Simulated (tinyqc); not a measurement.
Slater-Koster d bands of a bcc metal: one step. Second moment and the rectangular band. Four cases, with inputs chosen for the exercise.

Task: mu2 = z (dds^2 + 2 ddp^2 + 2 ddd^2)/5 per orbital, with z = 8 + 6 f2^2. A rectangular band with the same mu2 has width W = sqrt(12 mu2), Fermi level W (Nd/10 - 1/2) and bond energy -W Nd (10 - Nd)/20 (Friedel).

Give: mu2; W; Fermi level; bond energy per atom.

Case 1.

Values chosen (of the size met in Mo; the results hold for these values, not for the real material): dds = -1.347 eV (dd sigma); ddp = 0.647 eV (dd pi); ddd = -0.216 eV (dd delta); Nd = 5 (d electrons per atom); f2 = 0.487 (factor on all three integrals for second neighbours).

Result:

mu2 = 5.1731 eV^2
W = 7.8789 eV
Fermi level = 0.0000 eV
bond energy per atom = -9.8487 eV

Case 2.

Values chosen (of the size met in W; the results hold for these values, not for the real material): dds = -1.559 eV (dd sigma); ddp = 0.842 eV (dd pi); ddd = -0.125 eV (dd delta); Nd = 5 (d electrons per atom); f2 = 0.487 (factor on all three integrals for second neighbours).

Result:

mu2 = 7.3116 eV^2
W = 9.3669 eV
Fermi level = 0.0000 eV
bond energy per atom = -11.7087 eV

Case 3.

Values chosen (of the size met in Ta; the results hold for these values, not for the real material): dds = -1.463 eV (dd sigma); ddp = 0.717 eV (dd pi); ddd = -0.219 eV (dd delta); Nd = 4 (d electrons per atom); f2 = 0.487 (factor on all three integrals for second neighbours).

Result:

mu2 = 6.1522 eV^2
W = 8.5922 eV
Fermi level = -0.8592 eV
bond energy per atom = -10.3107 eV

Case 4.

Values chosen (of the size met in W; the results hold for these values, not for the real material): dds = -1.553 eV (dd sigma); ddp = 0.792 eV (dd pi); ddd = -0.248 eV (dd delta); Nd = 5 (d electrons per atom); f2 = 0.487 (factor on all three integrals for second neighbours).

Result:

mu2 = 7.1414 eV^2
W = 9.2573 eV
Fermi level = 0.0000 eV
bond energy per atom = -11.5716 eV

The bond energy is the attractive part alone; the repulsion between atoms, left out, cancels a large share of it in the cohesive energy.

Computed by tinyqc, one run a case: `OMP_NUM_THREADS=1 python tinyqc.py N N+1 out.jsonl` with N = 1452397, 1452498, 1452572, 1452742; one thread of a shared Intel(R) Xeon(R) Processor @ 2.30GHz, about 0.07 s a run at most.
